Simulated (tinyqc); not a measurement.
Comparisons within one model: Wannier functions of a composite (isolated) pair of valence bands (bonds of an sp chain). A value that a table varies takes the place of the one given here.

Each atom has a hybrid pointing left (<) and right (>). H(k): diagonal +V3 on A, -V3 on B; <A<|A>> = -V1a, <B<|B>> = -V1b, <A>|B<> = -V2, <B>|A<> = -V2p exp(ik); k in 1/a, Bloch sums with exp(ikR). The two lowest bands are filled. Trial functions in cell 0: g1 = cos(c) A> + sin(c) B<, and g2 = sin(c) B> + cos(c) A< of cell 1, whose Bloch vector has cos(c) exp(-ik) on A<. Projection A_mn = <psi_m|g_n>, S = A^+ A, Loewdin U = A S^(-1/2), Bloch-like states w_n = sum_m psi_m U_mn, H_W(k) = U^+ diag(E) U. P = sum_m |psi_m><psi_m| is free of phase choices, and S = g^+ P g, w = P g S^(-1/2).

Inputs chosen for the exercise:
- V2 = 3.03 eV (coupling in the bond A-B inside the cell)
- V2p = 3.02 eV (coupling in the bond to the next cell)
- V1a = 1.42 eV (coupling of the two hybrids on A)
- V1b = 0.98 eV (the same on B)
- V3 = 0 eV (A at +V3, B at -V3)
- xb = 0.47 a (position of B (A at 0))
- c = 45 degrees (trial bonds cos(c) on A, sin(c) on B)

## Choice of the trial bonds

N = 12; centres and spreads in real space with point-like hybrids at R and R + xb; smallest eigenvalue of S over the mesh.

Trial angle:

| c (deg) | smallest S | centre 1 (a) | centre 2 (a) | sum of centres | total spread (a^2) | H_12(R = 0), mean over k (eV) |
|---|---|---|---|---|---|---|
| 15 | 0.573 | 0.2316 | 0.7384 | 0.9700 | 0.1377 | -0.4912 |
| 30 | 0.810 | 0.2316 | 0.7384 | 0.9700 | 0.1373 | -0.4832 |
| 45 | 0.960 | 0.2316 | 0.7384 | 0.9700 | 0.1372 | -0.4762 |
| 55 | 0.874 | 0.2316 | 0.7384 | 0.9700 | 0.1373 | -0.4716 |
| 65 | 0.738 | 0.2316 | 0.7384 | 0.9700 | 0.1375 | -0.4665 |
| 75 | 0.573 | 0.2316 | 0.7384 | 0.9700 | 0.1378 | -0.4608 |
| 85 | 0.399 | 0.2316 | 0.7384 | 0.9700 | 0.1383 | -0.4536 |

The sum of the centres stays at 0.9700 a within 0.0000: it gives the electronic polarisation, modulo a, and is fixed by the filled space. Single centres move by less than 0.0001 a here and H_12(0), a matter of gauge, moves by 38 meV. The total spread runs only from 0.1372 to 0.1383 a^2, so the orthogonalisation repairs even poor trials; the projection is best at c = 45 degrees among these rows, and the two bonds, isolated, have c = 45 and 45.

## Interpolating the pair or each band alone

Largest error on 25 points from 0 to pi. Pair: diagonalise the Hermitian part of sum_R exp(ikR) H(R) over the N cells nearest the origin, with H(R) the mean of exp(-ikR) H_W(k) on the mesh k = 2 pi j/N. Alone: the cosine series of each sorted band on the same mesh.

Errors (meV):

| N | pair | each band alone |
|---|---|---|
| 3 | 35.25884 | 189.03888 |
| 4 | 11.96886 | 54.03722 |
| 5 | 2.44204 | 75.10985 |
| 6 | 0.71669 | 22.01679 |
| 8 | 0.06680 | 9.88856 |
| 10 | 0.00703 | 4.89357 |
| 14 | 0.00009 | 1.59498 |

smallest spacing of the two filled bands = 0.4401 eV

At N = 6 the pair errs by 0.72 meV and the single bands by 22; at N = 10, 0.0070 against 4.9. Both fall exponentially: the pair at a rate tied to the gap to the empty bands (3.67 eV), the single bands at a slower one tied to their own spacing (0.440 eV at the closest). Not every column falls at every step, since even meshes hold k = pi and odd ones do not.

## What each parameter does

N = 12: centres, total spread (point-like hybrids at R and R + xb) and H_12(0). Each row changes one parameter from the base and keeps the others.

Results:

| case | centre 1 (a) | centre 2 (a) | total spread (a^2) | H_12(0) (eV) |
|---|---|---|---|---|
| base | 0.2316 | 0.7384 | 0.1372 | -0.4762 |
| V2 = 3.43 eV | 0.2320 | 0.7380 | 0.1356 | -0.4779 |
| V2p = 3.42 eV | 0.2320 | 0.7380 | 0.1356 | -0.4779 |
| V1a = 1.62 eV | 0.2297 | 0.7403 | 0.1398 | -0.4720 |
| V1b = 1.18 eV | 0.2330 | 0.7370 | 0.1396 | -0.5734 |
| V3 = 0.4 eV | 0.2604 | 0.7060 | 0.1350 | -0.5384 |
| xb = 0.52 a | 0.2566 | 0.7634 | 0.1370 | -0.4762 |

The largest shifts from the base row, up to three for each result and ties (the steps differ in size, so this ranks the rows, not the parameters). centre 1 (a): V3 +0.0288, xb +0.0250, V1a -0.0019. centre 2 (a): V3 -0.0324, xb +0.0250, V1a +0.0019. total spread (a^2): V1a +0.0025, V1b +0.0024, V3 -0.0022. H_12(0) (eV): V1b -0.0971, V3 -0.0622, V1a +0.0042; unchanged at the printed digits by xb.

(tinyqc, `OMP_NUM_THREADS=1 python tinyqc.py 1481933 1481934 out.jsonl`, Intel(R) Xeon(R) Processor @ 2.30GHz, 1 thread, shared host, about 0.3 s.)
